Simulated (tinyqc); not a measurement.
Vacuum evaporation: vapour pressure, source flux, thickness distribution, purity and step coverage: one step, computed by the program tinyqc.

Molecular flow, unit sticking of the metal, no re-evaporation. The background gas is taken as water vapour (18.015 g/mol, collision diameter 0.37 nm) at 300 K.

Task: Vapour pressure and flux. log10(p_v/Pa) = A - B/T; flux from the surface Phi = p_v/sqrt(2 pi m k_B T), m = M u. Mass loss = Phi x area x m; heat of evaporation = ln(10) R B; d ln Phi/dT = ln(10) B/T^2 - 1/(2 T).

Inputs (values chosen for the exercise, modelled on indium, with constants for the liquid): molar mass M = 114.8 g/mol; vapour-pressure constant A = 10.4; vapour-pressure constant B = 12270 K; source temperature T = 1190 K; source area = 0.2 cm^2.

Constants: u = 1.6605390666e-27 kg; k_B = 1.380649e-23 J/K; R = 8.314462618 J/(mol K).

Give: vapour pressure p_v; flux Phi; mass loss; heat of evaporation; change of flux per kelvin.

Result:

vapour pressure p_v = 1.228 Pa

flux Phi = 8.751e+17 1/(cm^2 s)

mass loss = 0.1201 g/h

heat of evaporation = 234.9 kJ/mol

change of flux per kelvin = 1.953 %/K

Holding the rate to 1 % needs the temperature to about 0.51 K.
